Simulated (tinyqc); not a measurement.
Inside a calculation. Model: box-like doped layer, carriers, mobility and sheet resistance.

Program tinyqc, `OMP_NUM_THREADS=1 python tinyqc.py 2110131 2110132 out.jsonl`; Intel Xeon 2.30GHz, shared host, one thread, about 0.01 s. Printed values are rounded.

An n-type layer from the surface x = 0 to the junction xj, N(x) = N0 for x < xb and N0 10^(-(x - xb)/Lt) beyond. Local neutrality (no depletion at surface or junction, no spilling of carriers), intrinsic carriers neglected, full ionisation of active dopants.

Parameters, values chosen for the exercise; values close to those of phosphorus in silicon over a p-type background:
```
symbol    value        unit                                 meaning
T           400           K                             temperature
Nb         1e17       cm^-3  background doping of the opposite type
N0       9.8e18       cm^-3             peak chemical concentration
m1         71.2  cm^2/(V s)           mobility limit at high doping
m2         1400  cm^2/(V s)  mobility limit at low doping, at 300 K
Nr      9.03e16       cm^-3    reference doping of the mobility law
am        0.724                        exponent of the mobility law
bt          2.2                          temperature exponent of m2
Ns      3.95e20       cm^-3       solubility limit of active dopant
xb           12          nm                   depth of the flat top
Lt         0.85   nm/decade                  abruptness of the tail
```

Constants: q = 1.602176634e-19 C. Results are converted to the units shown.

Range of the model: The layer is thin and light enough that depletion at the surface and the junction, left out here, would remove a good share of its carriers.

## Junction depth and local values

xj = xb + Lt log10(N0/Nb); 14 equal steps from 0 to xj. Active dopant A = min(N, Ns); n = A - Nb; mobility mu = m1 + (m2 (T/300 K)^(-bt) - m1)/(1 + ((A + Nb)/Nr)^am).

xj = 13.6925 nm

```
point   x (nm)   N (cm^-3)   A (cm^-3)  n (1e18 cm^-3)  mu (cm^2/(V s))
0       0.0000      9.8e18      9.8e18         9.70000          92.8957
1       0.9780      9.8e18      9.8e18         9.70000          92.8957
2       1.9561      9.8e18      9.8e18         9.70000          92.8957
3       2.9341      9.8e18      9.8e18         9.70000          92.8957
4       3.9122      9.8e18      9.8e18         9.70000          92.8957
5       4.8902      9.8e18      9.8e18         9.70000          92.8957
6       5.8682      9.8e18      9.8e18         9.70000          92.8957
7       6.8463      9.8e18      9.8e18         9.70000          92.8957
8       7.8243      9.8e18      9.8e18         9.70000          92.8957
9       8.8023      9.8e18      9.8e18         9.70000          92.8957
10      9.7804      9.8e18      9.8e18         9.70000          92.8957
11     10.7584      9.8e18      9.8e18         9.70000          92.8957
12     11.7365      9.8e18      9.8e18         9.70000          92.8957
13     12.7145  1.41460e18  1.41460e18         1.31460          148.452
14     13.6925        1e17        1e17         0.00000          313.163
```

The mobility runs from 92.9 to 313 cm^2/(V s).

## Sheet quantities by the trapezoid rule

Dose = integral of N, carrier sheet density = integral of n, 1/Rs = q integral of n mu, mean mobility 1/(q Rs sheet density), Hall mobility (unit Hall factor) = integral of n mu^2 over integral of n mu, Hall sheet density = (integral of n mu)^2/integral of n mu^2; all from 0 to xj.

dose = 1.2124e13 cm^-2
carrier sheet density = 1.1987e13 cm^-2
Rs = 5569.2 ohm/square
mean mobility = 93.492 cm^2/(V s)
Hall mobility = 93.842 cm^2/(V s)
Hall sheet density = 1.1943e13 cm^-2

Carriers make up 98.9 % of the dose. A Hall measurement weights the mobile tail, so its sheet density is 0.37 % below the true one. With 4000 steps Rs = 5568 ohm/square; the coarse value is 0.024 % above it.
